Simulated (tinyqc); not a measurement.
Defects against doping: deep level with several charge states.

Energies from Ev. The defect has charge states 0, -1, -2 with weights 1, gm exp((EF - E1)/kT), exp((2 EF - E1 - E2)/kT); the shares are the weights over their sum. Boltzmann carriers: n = Nc exp((EF - Eg)/kT), p = Nv exp(-EF/kT). Neutrality: p - n + Nd + Nt <q> = 0.

Constants: kB = 8.617333262e-05 eV/K.

Inputs chosen for the exercise (gap and densities of states near those of Si at this temperature; not measured data): Eg = 1.055 eV (gap); Nc = 5.26e+19 1/cm^3 (conduction-band density of states); Nv = 2.22e+19 1/cm^3 (valence-band density of states); T = 450 K; E1 = 0.389 eV (level (0/-1) above Ev); E2 = 0.776 eV (level (-1/-2) above Ev); gm = 2 (degeneracy of the middle state, the others 1); Nd = 2.1e+17 1/cm^3 (ionised shallow donors minus acceptors).

Nt takes the listed multiples of |Nd|; the resistivity uses mobilities of 1000 (electrons) and 300 (holes) cm^2/(V s), chosen for the exercise, and e = 1.602176634e-19 C.

Neutral state:

| Nt/\|Nd\| | EF (eV) | n (1/cm^3) | p (1/cm^3) | rho (ohm cm) |
|---|---|---|---|---|
| 0.01 | 0.8401 | 2.06e+17 | 8.65e+09 | 0.0302 |
| 0.10 | 0.8336 | 1.75e+17 | 1.02e+10 | 0.0358 |
| 0.30 | 0.8158 | 1.10e+17 | 1.62e+10 | 0.0566 |
| 0.60 | 0.7774 | 4.10e+16 | 4.36e+10 | 0.152 |
| 0.90 | 0.7063 | 6.55e+15 | 2.73e+11 | 0.953 |
| 1.10 | 0.4517 | 9.22e+12 | 1.94e+14 | 92.7 |
| 1.50 | 0.3895 | 1.85e+12 | 9.63e+14 | 21.5 |
| 3.00 | 0.3363 | 4.70e+11 | 3.80e+15 | 5.47 |
| 10.00 | 0.2801 | 1.10e+11 | 1.62e+16 | 1.29 |

EF goes from 0.840 to 0.280 eV and the resistivity from 0.0302 to 1.29 ohm cm, with a largest value of 92.7. The largest move of EF, -0.255 eV, comes between Nt/|Nd| = 0.9 and 1.1; the levels lie at 0.389 and 0.776 eV. A defect can take up to two electrons, so EF leaves the neighbourhood of the band edge near Nt = Nd/2 and drops from the upper towards the lower level near Nt = Nd. The type changes along the table.

Program tinyqc; command `OMP_NUM_THREADS=1 python tinyqc.py 1651649 1651650 out.jsonl`; about 0.01 s on one thread of a shared Intel(R) Xeon(R) Processor @ 2.30GHz.
